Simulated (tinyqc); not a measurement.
# Worked calculation: box-like doped layer, carriers, mobility and sheet resistance

tinyqc, about 0.01 s, one thread, Intel Xeon 2.30GHz (shared host): `OMP_NUM_THREADS=1 python tinyqc.py 2110012 2110013 out.jsonl` Printed values are rounded.

An n-type layer from the surface x = 0 to the junction xj, N(x) = N0 for x < xb and N0 10^(-(x - xb)/Lt) beyond. Local neutrality (no depletion at surface or junction, no spilling of carriers), intrinsic carriers neglected, full ionisation of active dopants.

Values chosen for this exercise; values close to those of arsenic in silicon over a p-type background: temperature T = 400 K; background doping of the opposite type Nb = 1.8e14 cm^-3; peak chemical concentration N0 = 1.7e20 cm^-3; mobility limit at high doping m1 = 52.5 cm^2/(V s); mobility limit at low doping, at 300 K m2 = 1390 cm^2/(V s); reference doping of the mobility law Nr = 9.49e16 cm^-3; exponent of the mobility law am = 0.698; temperature exponent of m2 bt = 1.9; solubility limit of active dopant Ns = 2.01e20 cm^-3; depth of the flat top xb = 100 nm; abruptness of the tail Lt = 27 nm/decade.

Constants: q = 1.602176634e-19 C. Results are converted to the units shown.

## Junction depth and local values

xj = xb + Lt log10(N0/Nb); 10 equal steps from 0 to xj. Active dopant A = min(N, Ns); n = A - Nb; mobility mu = m1 + (m2 (T/300 K)^(-bt) - m1)/(1 + ((A + Nb)/Nr)^am).

xj = 261.3298 nm

```
point    x (nm)    N (cm^-3)    A (cm^-3)  n (1e20 cm^-3)  mu (cm^2/(V s))
0        0.0000       1.7e20       1.7e20        1.699998         56.51131
1       26.1330       1.7e20       1.7e20        1.699998         56.51131
2       52.2660       1.7e20       1.7e20        1.699998         56.51131
3       78.3989       1.7e20       1.7e20        1.699998         56.51131
4      104.5319  1.155049e20  1.155049e20        1.155048         57.74478
5      130.6649  1.243691e19  1.243691e19        0.124367         76.71786
6      156.7979  1.339136e18  1.339136e18        0.013390         154.9089
7      182.9308  1.441905e17  1.441905e17        0.001440         373.9172
8      209.0638  1.552560e16  1.552560e16        0.000153         637.9046
9      235.1968  1.671708e15  1.671708e15        0.000015         759.4055
10     261.3298       1.8e14       1.8e14        0.000000         789.6386
```

The mobility runs from 56.5 to 790 cm^2/(V s).

## Sheet quantities by the trapezoid rule

Dose = integral of N, carrier sheet density = integral of n, 1/Rs = q integral of n mu, mean mobility 1/(q Rs sheet density), Hall mobility (unit Hall factor) = integral of n mu^2 over integral of n mu, Hall sheet density = (integral of n mu)^2/integral of n mu^2; all from 0 to xj.

dose = 1.8932e15 cm^-2
carrier sheet density = 1.8932e15 cm^-2
Rs = 57.523 ohm/square
mean mobility = 57.314 cm^2/(V s)
Hall mobility = 58.233 cm^2/(V s)
Hall sheet density = 1.8633e15 cm^-2

Carriers make up 100 % of the dose. A Hall measurement weights the mobile tail, so its sheet density is 1.6 % below the true one. With 4000 steps Rs = 57.36 ohm/square; the coarse value is 0.29 % above it.
